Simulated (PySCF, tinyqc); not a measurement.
Worked calculation: RHF in the 6-31g basis, for H3-, spin multiplicity 1. The basis has no diffuse functions, so it cannot describe the extra electron: this is an exercise in the method, not the real anion. The lowest restricted solution is unstable here: a spin-polarised one lies 0.0005 hartree lower (PySCF). One step of it, computed by the program tinyqc.

Problem. Iteration 3: diagonalisation and new density. Diagonalise F' = X^T F X, C = X C', fill 2 alpha and 2 beta electrons from the bottom; D = 2 C_occ C_occ^T. Each column has its largest component positive (the first on a tie).

extrapolated F (hartree), order 1H 1s, 1H 2s, 2H 1s, 2H 2s, 3H 1s, 3H 2s:
$$\begin{pmatrix}
0.464436 & -0.166749 & -0.149713 & -0.175482 & -0.149713 & -0.175482 \\
-0.166749 & -0.015954 & -0.182081 & -0.121093 & -0.182081 & -0.121093 \\
-0.149713 & -0.182081 & 0.463789 & -0.196929 & 0.019895 & -0.004958 \\
-0.175482 & -0.121093 & -0.196929 & -0.015911 & -0.004958 & -0.038707 \\
-0.149713 & -0.182081 & 0.019895 & -0.004958 & 0.463789 & -0.196929 \\
-0.175482 & -0.121093 & -0.004958 & -0.038707 & -0.196929 & -0.015911
\end{pmatrix}$$

X, order 1H 1s, 1H 2s, 2H 1s, 2H 2s, 3H 1s, 3H 2s:
$$\begin{pmatrix}
1.271145 & -0.553584 & 0.022693 & 0.054796 & 0.022693 & 0.054796 \\
-0.553584 & 1.662479 & 0.042428 & -0.456664 & 0.042428 & -0.456664 \\
0.022693 & 0.042428 & 1.254997 & -0.502535 & -0.002265 & -0.007294 \\
0.054796 & -0.456664 & -0.502535 & 1.438056 & -0.007294 & 0.131947 \\
0.022693 & 0.042428 & -0.002265 & -0.007294 & 1.254997 & -0.502535 \\
0.054796 & -0.456664 & -0.007294 & 0.131947 & -0.502535 & 1.438056
\end{pmatrix}$$

Give: F' = X^T F X; orbital energies; coefficients C; D after iteration 3.

Solution.

F' = X^T F X (hartree):
$$\begin{pmatrix}
0.937 & -0.595 & -0.023 & -0.073 & -0.023 & -0.073 \\
-0.595 & 0.553 & -0.091 & -0.178 & -0.091 & -0.178 \\
-0.023 & -0.091 & 0.956 & -0.620 & 0.010 & 0.034 \\
-0.073 & -0.178 & -0.620 & 0.429 & 0.034 & 0.033 \\
-0.023 & -0.091 & 0.010 & 0.034 & 0.956 & -0.620 \\
-0.073 & -0.178 & 0.034 & 0.033 & -0.620 & 0.429
\end{pmatrix}$$

orbital energies (hartree): MO1 -0.195, MO2 -0.038, MO3 0.383, MO4 1.352, MO5 1.377, MO6 1.380

coefficients C, order 1H 1s, 1H 2s, 2H 1s, 2H 2s, 3H 1s, 3H 2s:
$$\begin{pmatrix}
0.213 & 0.000 & 0.241 & 0.267 & -1.325 & 0.000 \\
0.364 & 0.000 & 0.998 & -0.722 & 1.357 & 0.000 \\
0.152 & 0.200 & -0.121 & -0.919 & -0.187 & 0.934 \\
0.312 & 0.576 & -0.693 & 0.982 & -0.178 & -0.803 \\
0.152 & -0.200 & -0.121 & -0.919 & -0.187 & -0.934 \\
0.312 & -0.576 & -0.693 & 0.982 & -0.178 & 0.803
\end{pmatrix}$$

D after iteration 3, order 1H 1s, 1H 2s, 2H 1s, 2H 2s, 3H 1s, 3H 2s:
$$\begin{pmatrix}
0.090 & 0.155 & 0.065 & 0.133 & 0.065 & 0.133 \\
0.155 & 0.265 & 0.111 & 0.227 & 0.111 & 0.227 \\
0.065 & 0.111 & 0.126 & 0.325 & -0.034 & -0.135 \\
0.133 & 0.227 & 0.325 & 0.858 & -0.135 & -0.468 \\
0.065 & 0.111 & -0.034 & -0.135 & 0.126 & 0.325 \\
0.133 & 0.227 & -0.135 & -0.468 & 0.325 & 0.858
\end{pmatrix}$$
